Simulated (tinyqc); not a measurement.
Electromigration in a confined line: Blech product, Korhonen stress evolution and Black's law: one step, computed by the program tinyqc.

The electron wind pushes atoms from the cathode (x = 0) to the anode (x = L); blocking ends build a back stress (tension positive). The input rho is taken not to change with temperature. d sigma/dt = d/dx [kappa (d sigma/dx + G)], with zero flux at both ends and sigma = sigma_0 at t = 0.

Question. Extrapolation by Black's law. Median life t50 = A j^(-n) exp(E/(k_B T)); acceleration factor = t50(use)/t50(test) = (j/j_u)^n exp[(E/k_B)(1/T_u - 1/T)]. Temperatures in kelvin are T(C) + 273.15.

Inputs (values chosen for the exercise, close to those used for copper lines): activation energy E = 0.925 eV; current density j = 1.3 MA/cm^2; test temperature T = 270 C; use temperature T_u = 85 C; use current density j_u = 1.6 MA/cm^2; current exponent n = 2.

Start: thermal stress.

Constants: k_B = 8.617333262e-05 eV/K.

Give: current factor; temperature factor; acceleration factor.

Answer.

current factor = 0.6602

temperature factor = 27129

acceleration factor = 17909
